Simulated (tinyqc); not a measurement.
Cluster expansion of a binary alloy: correlations, fit, cross-validation and ground states: one step, computed by the program tinyqc.

s = +1 for A and -1 for B. Energy per site E = J0 + J1 P(point) + sum over clusters of m V P, with P the mean product of spins; V > 0 on a pair favours unlike neighbours. Clusters per site m: pair 1 6, pair 2 3, pair 3 12, triplet 8; the triplet is the triangle of first neighbours. Formation energies are counted from the line between pure A and pure B, which removes J0 and J1.

Problem. Normal equations for V1, V2, Vt. Leave out pair 3: A = X^T X and b = X^T E (E being the data with noise) over these three columns; solve A V = b. The root-mean-square error runs over the structures between the pure ends.

Lattice: fcc.

X, rows A, A3B L1_2, A3B D0_22, A3B (001) layers, A2B (001) layers, AB L1_0, AB L1_1, A2B2 (001) layers, AB2 (001) layers, AB3 L1_2, AB3 D0_22, AB3 (001) layers, B, columns pair 1, pair 2, pair 3, triplet:
```
[[0.00000, 0.00000, 0.00000, 0.00000],
 [-6.00000, 0.00000, -12.00000, -8.00000],
 [-6.00000, -1.00000, -8.00000, -8.00000],
 [-4.00000, -1.00000, -12.00000, 0.00000],
 [-5.33333, -1.33333, -16.00000, 0.00000],
 [-8.00000, 0.00000, -16.00000, 0.00000],
 [-6.00000, -6.00000, -12.00000, 0.00000],
 [-4.00000, -2.00000, -16.00000, 0.00000],
 [-5.33333, -1.33333, -16.00000, 0.00000],
 [-6.00000, 0.00000, -12.00000, 8.00000],
 [-6.00000, -1.00000, -8.00000, 8.00000],
 [-4.00000, -1.00000, -12.00000, 0.00000],
 [0.00000, 0.00000, 0.00000, 0.00000]]
```

data (meV/site): A 0.0000, A3B L1_2 -187.3246, A3B D0_22 -160.5120, A3B (001) layers -109.5950, A2B (001) layers -115.6991, AB L1_0 -205.4604, AB L1_1 -105.9668, A2B2 (001) layers -96.9608, AB2 (001) layers -133.1149, AB3 L1_2 -129.6638, AB3 D0_22 -117.8366, AB3 (001) layers -99.8796, B 0.0000

Give: matrix A; b; fitted V1, V2, Vt; root-mean-square error of the three-cluster fit.

Solution.

matrix A, rows V1, V2, Vt:
```
[[348.9, 78.2, 0.0],
 [78.2, 47.6, 0.0],
 [0.0, 0.0, 256.0]]
```

b (meV): [8404, 1649, 803]

fitted V1, V2, Vt (meV): [25.84, -7.83, 3.14]

root-mean-square error of the three-cluster fit = 7.902 meV/site
